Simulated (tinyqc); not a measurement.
Gain of the pnp from the holding current.

Inverse problem. On state with both base-emitter voltages at Von: npn base current Ib = (Von/Rs + bp Von/Rw)/(bn bp - 1), holding current Ih = (bn + 1) Ib + Von/Rs. Find bp.

Parameters, values chosen for the exercise:
- bn = 22.3 (current gain of the npn)
- Rs = 1100 ohm (substrate resistance shunting the npn)
- Rw = 210 ohm (well resistance shunting the pnp)
- Von = 0.55 V (base-emitter voltage in the on state)

Ih = 3.5358381 mA

Solution. Ih gives Ib, and Ib (bn bp - 1) = Von/Rs + bp Von/Rw is linear in bp.

bp = 2.200

tinyqc, about 0.04 s, one thread, Intel Xeon 2.30GHz (shared host): `OMP_NUM_THREADS=1 python tinyqc.py 2670015 2670016 out.jsonl`
